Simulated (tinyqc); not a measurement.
# From x_l back to temperature T

Model: solid solubility of a dopant against its melt (retrograde solidus), clustering and the electrically active fraction. Computed by tinyqc, a small Python program. Command: `OMP_NUM_THREADS=1 python tinyqc.py 3007322 3007323 out.jsonl retro inv`. One thread of a shared host (Intel(R) Xeon(R) Processor @ 2.30GHz), about 0.02 s of CPU time with the checks.

Inputs (values chosen for the exercise, for a model dopant):

| quantity | value | unit |
|---|---|---|
| melting point of the host T_m | 1687 | K |
| heat of melting of the host H_f | 50.2 | kJ/mol |
| interaction L of the melt | 6.9 | kJ/mol |
| enthalpy of transfer from melt to solid H | 0.474 | eV |
| entropy of transfer S | -0.13 | k_B |
| site density N0 | 5e+22 | 1/cm^3 |

Constants: R = 8.314462618 J/(mol K); k_B = 8.617333262e-05 eV/K.

Method. x_l and x_s are atom fractions of the dopant in melt and solid; the solid is dilute. Liquidus of the host: R T ln(1 - x_l) + L x_l^2 = -H_f (1 - T/T_m). Distribution: k = x_s/x_l = exp[L (1 - x_l)^2/(R T)] exp(S/k_B - H/(k_B T)), the first factor being the activity coefficient in the melt. Solubility = x_s N0; at T_m x_l = 0.

Question. A run gave the result below. Find the temperature T, known to lie between 950 and 1500 K.

x_l = 0.9149484

Answer.

Each step takes the trial c = (a f_b - b f_a)/(f_b - f_a), f being the result less the target and a, b, c the logarithms of the listed values; c replaces end b, the old b replaces a if the sign of f changed, and otherwise f_a is halved.

Scan of the range:

| temperature T (K) | x_l |
|---|---|
| 950 | 0.972761 |
| 1030 | 0.950768 |
| 1110 | 0.917016 |
| 1190 | 0.867244 |
| 1290 | 0.773884 |
| 1390 | 0.633782 |
| 1500 | 0.419238 |

False position (Illinois rule, in the logarithm of the input) inside the bracket:

| step | end a | end b | trial | x_l |
|---|---|---|---|---|
| 1 | 1110.00 | 1190.00 | 1113.21 | 0.915358 |
| 2 | 1190.00 | 1113.21 | 1113.85 | 0.915029 |
| 3 | 1190.00 | 1113.85 | 1114.09 | 0.914900 |
| 4 | 1113.85 | 1114.09 | 1114.00 | 0.914948 |
| 5 | 1114.09 | 1114.00 | 1114.00 | 0.914948 |

x_l falls at every point of a 13-point scan of the range (every second point is shown), so one value fits; it is bracketed by 1110 and 1190. Answer: temperature T = 1114 K.
